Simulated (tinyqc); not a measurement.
Worked calculation: anisotropic elasticity and sound waves of a cubic crystal. Computed by tinyqc, a small Python program that keeps every step. Command: `OMP_NUM_THREADS=1 python tinyqc.py 3027645 3027646 out.jsonl cubicelastic walk`. One thread of a shared host (Intel(R) Xeon(R) Processor @ 2.30GHz), about 0.01 s of CPU time with the checks. Intermediate numbers are printed to about 5 digits and carried at full precision; extremes and crossings named in words are read from the listed rows.

Voigt order 1..6 = xx, yy, zz, yz, xz, xy, with engineering shear strains. The rotated frame has x' as named, z' along the wafer normal and y' = z' x x'.

Inputs (values chosen for the exercise, modelled on molybdenum):
```
quantity,value,unit
C11,455.9,GPa
C12,155.6,GPa
C44,108.9,GPa
density rho,10.24,g/cm^3
expansion coefficient of the film,5,ppm/K
expansion coefficient of the substrate,0.55,ppm/K
cooling Delta T,500,K
```

Frame: (001) wafer, x' along [210].

wave normal (not normalised): [1, 3.5, 0.2]

## Compliances and anisotropy

S11 = (C11 + C12)/D, S12 = -C12/D, D = (C11 - C12)(C11 + 2 C12), S44 = 1/C44. Zener ratio A = 2 C44/(C11 - C12); S0 = S11 - S12 - S44/2; H = 2 C44 + C12 - C11.

S11 = 2.6545 1/TPa

S12 = -0.67546 1/TPa

S44 = 9.1827 1/TPa

Zener ratio A = 0.72527

S0 = -1.2614 1/TPa

H = -82.5 GPa

## Stiffness in the rotated frame

direction cosines a (rows x', y', z' in the cube axes):
```
,x,y,z
x',0.8944,0.4472,0.0000
y',-0.4472,0.8944,0.0000
z',0.0000,0.0000,1.0000
```

C'_ijkl = C12 delta_ij delta_kl + C44 (delta_ik delta_jl + delta_il delta_jk) - H sum_m a_im a_jm a_km a_lm.

C' (GPa):
```
,1,2,3,4,5,6
1,429.5,182.0,155.6,0.0,0.0,-19.8
2,182.0,429.5,155.6,0.0,0.0,19.8
3,155.6,155.6,455.9,0.0,0.0,0.0
4,0.0,0.0,0.0,108.9,0.0,0.0
5,0.0,0.0,0.0,0.0,108.9,0.0
6,-19.8,19.8,0.0,0.0,0.0,135.3
```

Normal stress couples to shear strain in this frame.

## Moduli along the axes of the frame

Invert C' to S'. E along x' = 1/S'11, along y' = 1/S'22; Poisson ratios nu(x'y') = -S'12/S'11 and nu(x'z') = -S'13/S'11; in-plane shear modulus 1/S'66.

E along x' = 326.99 GPa

E along y' = 326.99 GPa

nu(x'y') = 0.35286

nu(x'z') = 0.22087

in-plane shear modulus = 132.132 GPa

E is the same along x' and y'.

## Thermal stress in a film with this orientation

On cooling, a thick substrate imposes eps_1 = eps_2 = (alpha_film - alpha_substrate) Delta T and eps_6 = 0; the free surface sets sigma_3 = sigma_4 = sigma_5 = 0, which fixes eps_3, eps_4, eps_5. Biaxial modulus M = (sigma_1 + sigma_2)/(2 eps); energy density M eps^2. Elastic response and constant coefficients are assumed.

in-plane strain = 2.225 per mille

elastic strain along the normal = -1.5188 per mille

stress along x' = 1124.3 MPa

stress along y' = 1124.3 MPa

biaxial modulus M = 505.29 GPa

energy density = 2.5015 MJ/m^3

The film ends in tension. Caution: the thermal stress of this film exceeds 200 MPa, which can relax by slip, cracking or buckling in a real film.

## Sound waves along the wave normal

In the cube axes, with unit normal n: G_ij = (C12 + C44) n_i n_j + (C44 - H n_i^2) delta_ij, eigenvalues rho v^2, eigenvectors u (columns, largest component positive). Group velocity V_i = [(C12 + C44)(u.n) u_i + C44 n_i - H u_i^2 n_i]/(rho v); its angle to n has cosine v/|V|.

Christoffel matrix (GPa):
```
,x,y,z
x,135.01,69.66,3.98
y,69.66,428.75,13.93
z,3.98,13.93,109.94
```

phase velocities (m/s): [3266.4, 3414.6, 6592.6]

polarisations:
```
,slow,fast,longitudinal
x,-0.08884,0.97155,0.21953
y,-0.02405,-0.22243,0.97465
z,0.99576,0.08131,0.04313
```

group speeds (m/s): [3271.9, 3555.0, 6613.3]

angles between V and n (degree): [3.335, 16.154, 4.535]

Energy flows off the wave normal by up to 16.2 degrees, for the fast transverse wave.

## Polycrystal bounds against single-crystal directions

B = (C11 + 2 C12)/3; Voigt G = (C11 - C12 + 3 C44)/5; Reuss G = 5/(4 (S11 - S12) + 3 S44); Hill is their mean; E = 9BG/(3B + G), nu = (3B - 2G)/(6B + 2G). Along <hkl>, with g = 0, 1/4, 1/3: 1/E = S11 - 2 S0 g; for a film with that normal C33 = C11 + 2 H g and M = [6B - (3B - C33) - (3B - C33)^2/C33]/2.

bulk modulus B = 255.7 GPa

Averages:
```
average,G (GPa),E (GPa),nu
Voigt,125.40,323.34,0.28924
Reuss,122.34,316.55,0.29367
Hill,123.87,319.95,0.29145
```

Directions:
```
direction,E (GPa),biaxial modulus M (GPa)
<100>,376.71,505.29
<110>,304.39,441.08
<111>,286.09,416.75
```

The bounds on G differ by 2.5 %, while E varies by a factor 1.32 with direction; with A below 1 the stiffest axis is <100>. Under a fixed mismatch strain, grains with a <111> normal store the least energy.

Checks made by the program: E along x' against 1/E = S11 - 2 S0 (l^2 m^2 + m^2 n^2 + n^2 l^2) (relative difference below 1e-10); closed form of M against the matrix solution (relative difference below 1e-10).
